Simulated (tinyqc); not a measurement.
## Thin-film resistivity, exact integral against the thick limit

Fuchs-Sondheimer for a film of thickness d, k = d/lam: rho0/rho = 1 - (3 (1 - ps)/(2 k)) int_1^infinity (t^-3 - t^-5)(1 - exp(-k t))/(1 - ps exp(-k t)) dt; thick limit rho/rho0 = 1 + 3 (1 - ps)/(8 k).

Inputs (values chosen for the exercise); metal values close to those of copper:
- rho0 = 1.63 uohm cm (bulk resistivity)
- lam = 40 nm (bulk mean free path)
- ps = 0 (specular share of surface scattering)

Results:

| d (nm) | k | rho/rho0, exact | thick limit | error of the limit (%) | rho (uohm cm) |
|---|---|---|---|---|---|
| 2 | 0.05000 | 7.728 | 8.500 | 9.99 | 12.60 |
| 3.9 | 0.09750 | 4.863 | 4.846 | -0.341 | 7.926 |
| 7.5 | 0.1875 | 3.216 | 3.000 | -6.73 | 5.243 |
| 28 | 0.7000 | 1.662 | 1.536 | -7.60 | 2.709 |
| 55 | 1.375 | 1.331 | 1.273 | -4.39 | 2.170 |
| 110 | 2.750 | 1.156 | 1.136 | -1.67 | 1.884 |
| 210 | 5.250 | 1.077 | 1.071 | -0.506 | 1.755 |
| 400 | 10.00 | 1.039 | 1.038 | -0.141 | 1.694 |

Estimate the missing row, d = 15 nm.

Computed row:

| d (nm) | k | rho/rho0, exact | thick limit | error of the limit (%) | rho (uohm cm) |
|---|---|---|---|---|---|
| 15 | 0.3750 | 2.197 | 2.000 | -8.99 | 3.582 |

With this row back in the table: rho/rho0 falls from 7.73 to 1.04. The error of the thick limit goes from 10 through a minimum of -9.0 (at d = 15 nm among the rows listed) to -0.14 %; it stays within 5 % for k of 1.375 and above among the rows listed. The change of sign at small k is a crossing of two different laws, not agreement.

Computed by the program tinyqc: `OMP_NUM_THREADS=1 python tinyqc.py 2100010 2100011 out.jsonl`, one thread of a shared Intel Xeon 2.30GHz, about 0.01 s for the whole run.
